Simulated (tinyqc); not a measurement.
Inside a calculation. Method: RKS/PBE in the 6-31g basis, for H3+, spin multiplicity 1. One step of it, computed by the program tinyqc.

Problem. Iteration 2: DIIS coefficients. Solve [B -1; -1 0][c; lambda] = [0; -1] for the coefficients, which sum to one.

B (overlaps of the stored error matrices):
```
                1               2
1   3.7666670e-01  -6.2426324e-02
2  -6.2426324e-02   1.1755995e-02
```

Give: DIIS coefficients.

Solution.

DIIS coefficients: 0.145  0.855
